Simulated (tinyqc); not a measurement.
Surface photovoltage measurement of the minority-carrier diffusion length in a wafer: one step, computed by the program tinyqc.

Low injection, steady light, a depletion layer much thinner than 1/alpha and L. The excess density dn is taken at the front edge of the neutral region; light that reaches the back is lost.

Question. The linear plot. alpha = (84.732/lambda - 76.417)^2 per cm with lambda in micrometre (an empirical fit for silicon between 0.7 and 1.05 micrometre). Thick wafer: dn = Phi L/((S_f + D/L)(L + 1/alpha)). Finite wafer, with s = S_b L/D, w = W/L, a = alpha L: dn = [Phi a/(a^2 - 1)] [a - B - exp(-alpha W)(a - s)/(cosh w + s sinh w)]/(S_f + B D/L), B = (sinh w + s cosh w)/(cosh w + s sinh w). Readings y = (Phi/dn) (1 + noise x g) at 780, 830, 880, 920, 950, 975 and 995 nm; a least-squares line y = c (1/alpha + L_app) gives L_app = intercept/slope.

Inputs (values chosen for the exercise, modelled on p-type silicon at room temperature):
```
quantity                            value        unit
diffusion length L                     44  micrometre
wafer thickness W                     525  micrometre
diffusivity D                        32.6      cm^2/s
front recombination velocity S_f    35000        cm/s
back recombination velocity S_b       200        cm/s
photon flux entering              5.5e+11  1/(cm^2 s)
relative noise of each reading          0           %
```

normal deviates g for the noise: 0.00  0.28  -0.41  0.74  -0.89  -1.45  2.18

Give: the table «Readings» with the columns 1/alpha (micrometre), y (cm/s), line (cm/s), for lambda (nm) = 780, 830, 880, 920, 950, 975, 995; slope; apparent length L_app; error of L_app (rounded to 0.001).

Answer.

Readings:
```
lambda (nm)  1/alpha (micrometre)   y (cm/s)  line (cm/s)
780                           9.6  5.170e+04    5.170e+04
830                          15.2  5.704e+04    5.704e+04
880                          25.3  6.682e+04    6.682e+04
920                          40.7  8.160e+04    8.160e+04
950                          61.3  1.015e+05    1.015e+05
975                          90.9  1.300e+05    1.300e+05
995                         130.9  1.686e+05    1.686e+05
```

slope = 963.8 cm/(s micrometre)

apparent length L_app = 44.00 micrometre

error of L_app (rounded to 0.001) = 0 %

At W/L = 11.9 the finite thickness shifts L_app by less than 0.05 %. S_f scales all readings alike and leaves L_app unchanged.
